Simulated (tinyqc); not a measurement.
Thermal boundary conductance by the acoustic and diffuse mismatch models. Changing the thickness d_1. Computed by tinyqc, a small Python program. Command: `OMP_NUM_THREADS=1 python tinyqc.py 3009445 3009446 out.jsonl kapitza sweep`. One thread of a shared host (Intel(R) Xeon(R) Processor @ 2.30GHz), about 0.01 s of CPU time with the checks.

Each side has one longitudinal and two transverse Debye branches, omega = v q up to q_D = (6 pi^2 n)^(1/3), with n counting all atoms. Scattering at the interface is elastic. Electrons are left out of G, also for metals. Melting is ignored. G refers to the temperatures of the phonons sent towards the interface. Linear branches over all atoms overstate G at high T, most for crystals with several atoms a cell.

Inputs (values chosen for the exercise, modelled on silicon (side 1) and magnesium oxide (side 2)):
```
quantity                    value     unit
density rho_1                2.38   g/cm^3
longitudinal velocity vL_1   8720      m/s
transverse velocity vT_1     5350      m/s
atom density n_1             48.6   1/nm^3
conductivity kappa_1          144  W/(m K)
density rho_2                3.61   g/cm^3
longitudinal velocity vL_2   9660      m/s
transverse velocity vT_2     6020      m/s
atom density n_2              108   1/nm^3
conductivity kappa_2           56  W/(m K)
temperature T                 4.2        K
thickness d_2                 230       nm
heat flux J                   1.2  kW/cm^2
```

Structure: superlattice.

Constants: hbar = 1.054571817e-34 J s; k_B = 1.380649e-23 J/K.

Method:
- omega_c = v q_D for each branch, given as hbar omega_c/k_B; impedance Z = rho v.
- No mode conversion. t(theta) = 4 Z_1 Z_2 cos(theta_1) cos(theta_2)/N^2, with N = Z_2 cos(theta_1) + Z_1 cos(theta_2) for L (the form for pressure waves) and N = Z_1 cos(theta_1) + Z_2 cos(theta_2) for both T branches (the form for shear waves polarised along the interface); sin(theta_2) = (v_2/v_1) sin(theta_1), and t = 0 beyond the critical angle arcsin(v_1/v_2); the mean over the incoming flux is alpha = 2 int t sin(theta_1) cos(theta_1) d theta_1 (64 Gauss-Legendre points).
- G = (k_B^4 T^3/(8 pi^2 hbar^3)) int W(x) x^4 e^x/(e^x - 1)^2 dx, x = hbar omega/(k_B T). Acoustic mismatch: W = sum over the three branches of alpha(1 to 2)/v_1^2, each up to the lower of its two cut-offs. Diffuse mismatch: W = S_1 S_2/(S_1 + S_2), where S_i sums 1/v^2 over the branches of side i still below their cut-off. Radiation limit: W = min(S_1, S_2). The integral is split at the four cut-offs (64 Gauss-Legendre points a piece, x at most 45).
- Boundary resistance R = 1/G and Kapitza length kappa_2/G use the diffuse value.
- kappa_eff = (d_1 + d_2)/(d_1/kappa_1 + d_2/kappa_2 + 2 R), two interfaces a period, with bulk conductivities in the layers; the gradient is J/kappa_eff.

One run for each value:
```
thickness d_1 (nm)  kappa_eff (W/(m K))  interface share of the resistance  kappa_eff without interfaces (W/(m K))
3                              0.003232                            0.99994                                   56.44
7.1                            0.003289                            0.99994                                   57.04
17                             0.003426                            0.99994                                   58.46
40                             0.003745                            0.99994                                   61.57
95                             0.004508                            0.99993                                   68.18
220                            0.006242                            0.99992                                   79.86
530                            0.010542                            0.99989                                   97.59
1300                           0.021220                            0.99982                                  116.48
3000                           0.044791                            0.99965                                  129.51
```

What does the table show, and why?

Over the rows, kappa_eff (W/(m K)) rises from 0.00323 to 0.0448 (exponent d ln y / d ln x 0.020 between the first rows and 0.89 between the last); interface share of the resistance falls from 0.99994 to 0.99965; kappa_eff without interfaces (W/(m K)) rises from 56.4 to 130 (exponent d ln y / d ln x 0.012 between the first rows and 0.13 between the last). For thick layers 1 kappa_eff tends to kappa_1 = 144 W/(m K).

Caution (all rows): kappa_2 is of room-temperature size, so the Kapitza length is only nominal at this T. Caution (all rows): the conductivities are of room-temperature size; at this T real values can differ much and free paths can be long. Caution (all rows): R from emitted-phonon temperatures is too large for use in series with Fourier layers, by up to a factor of about 2. Caution (rows 3.00, 7.10, 17.0, 40.0, 95.0): layers this thin are often below the phonon free path, where bulk conductivities and independent interfaces no longer hold.
